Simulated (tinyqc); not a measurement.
Exciton in an atomically thin sheet (Rytova-Keldysh potential): one step. Overlap and kinetic matrices. Three cases, with inputs chosen for the exercise.

Problem. Form S and T.

Relative motion in the plane with V(k) = -2 pi q/(k (kap + r0 k)), q = e^2/(4 pi eps0), c = hbar^2/2m0. Normalised Gaussians exp(-a_i r^2): with A = a_i + a_j, S_ij = 2 sqrt(a_i a_j)/A, T_ij = (4c/mu)(a_i a_j/A) S_ij, V_ij = -q S_ij times the integral over k from 0 to infinity of exp(-k^2/4A)/(kap + r0 k).

Constants: hbar^2/2m0 = 3.80998211 eV angstrom^2.

Case 1.

Values chosen (out of a larger set: near those of a MoTe2 monolayer; not measured data): al = (0.000231, 0.00104, 0.00467, 0.021, 0.0946) 1/angstrom^2 (exponents a_i).

mu = 0.2909304 m0

Case 2.

Values chosen (out of a larger set: near those of a MoSe2 monolayer; not measured data): al = (0.000594, 0.00267, 0.012, 0.0541) 1/angstrom^2 (exponents a_i).

mu = 0.2884793 m0

Case 3.

Values chosen (out of a larger set: near those of a MoSe2 monolayer; not measured data): al = (0.00145, 0.00653, 0.0294) 1/angstrom^2 (exponents a_i).

mu = 0.2861712 m0

Give: S; T.

Solution.

Case 1.

S, lower triangle:
```
         1        2        3        4        5
1  1.00000
2  0.77127  1.00000
3  0.42385  0.77191  1.00000
4  0.20748  0.42408  0.77156  1.00000
5  0.09859  0.20742  0.42346  0.77113  1.00000
```

T (eV), lower triangle:
```
         1        2        3        4        5
1  0.00605
2  0.00764  0.02724
3  0.00489  0.03439  0.12232
4  0.00248  0.02201  0.15441  0.55003
5  0.00119  0.01118  0.09872  0.69418  2.47774
```

Case 2.

S, lower triangle:
```
         1        2        3        4
1  1.00000
2  0.77166  1.00000
3  0.42398  0.77170  1.00000
4  0.20729  0.42341  0.77094  1.00000
```

T (eV), lower triangle:
```
         1        2        3        4
1  0.01569
2  0.01981  0.07053
3  0.01268  0.08904  0.31697
4  0.00643  0.05691  0.40000  1.42901
```

Case 3.

S, lower triangle:
```
         1        2        3
1  1.00000
2  0.77120  1.00000
3  0.42328  0.77126  1.00000
```

T (eV), lower triangle:
```
         1        2        3
1  0.03861
2  0.04873  0.17388
3  0.03115  0.21946  0.78284
```

Computed by tinyqc, one run a case: `OMP_NUM_THREADS=1 python tinyqc.py N N+1 out.jsonl` with N = 1250047, 1250732, 1251172; one thread of a shared Intel(R) Xeon(R) Processor @ 2.30GHz, about 0.03 s a run at most.
